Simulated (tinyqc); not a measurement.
Nudged elastic band on a two-dimensional model surface: one step, computed by the program tinyqc.

V(x, y) = h u^2 + t x + (kappa/2)(y + c u)^2 with u = x^2/w^2 - 1; the path runs from the minimum near (-w, 0) to that near (w, 0).

Problem. Iteration 2. Tangent at image i: towards the higher neighbour if the energies rise or fall through i; at a maximum or minimum, tau = t+ dmax + t- dmin if V(i+1) > V(i-1), else t+ dmin + t- dmax, with t+ = R(i+1) - R(i), t- = R(i) - R(i-1) and dmax, dmin the larger and smaller of |V(i+1) - V(i)| and |V(i-1) - V(i)|; then normalise. Force F = -grad V + (grad V.tau) tau + k_s (|t+| - |t-|) tau. Update R(new) = R + eta F; the end points stay fixed.

Inputs (values chosen for the exercise, for a model surface):

| quantity | value | unit |
|---|---|---|
| height h | 0.58 | eV |
| half width w | 1.1 | angstrom |
| transverse stiffness kappa | 3.4 | eV/angstrom^2 |
| curvature c | 0.69 | angstrom |
| tilt t | -0.048 | eV/angstrom |
| spring constant k_s | 3.7 | eV/angstrom^2 |
| step factor eta | 0.034 | angstrom^2/eV |

Surface: curved double well. Climbing image: off.

images after iteration 1 (angstrom):
```
                  x          y
image 1  -0.6466322  0.0597141
image 2  -0.2063464  0.0794271
image 3   0.2335815  0.0740851
image 4   0.6731380  0.0427467
```

positions (angstrom):
```
                x          y
start   -1.087262   0.015887
end      1.112310  -0.015530
saddle  -0.025047   0.689642
```

Give: unit tangents; forces; images after iteration 2.

Solution.

unit tangents:
```
              x        y
image 1  0.9990   0.0447
image 2  1.0000  -0.0090
image 3  0.9999  -0.0121
image 4  0.9975  -0.0711
```

forces (eV/angstrom):
```
              x      y
image 1  -0.071  1.407
image 2   0.015  1.986
image 3   0.027  2.000
image 4   0.112  1.448
```

images after iteration 2 (angstrom):
```
               x       y
image 1  -0.6490  0.1076
image 2  -0.2058  0.1470
image 3   0.2345  0.1421
image 4   0.6769  0.0920
```
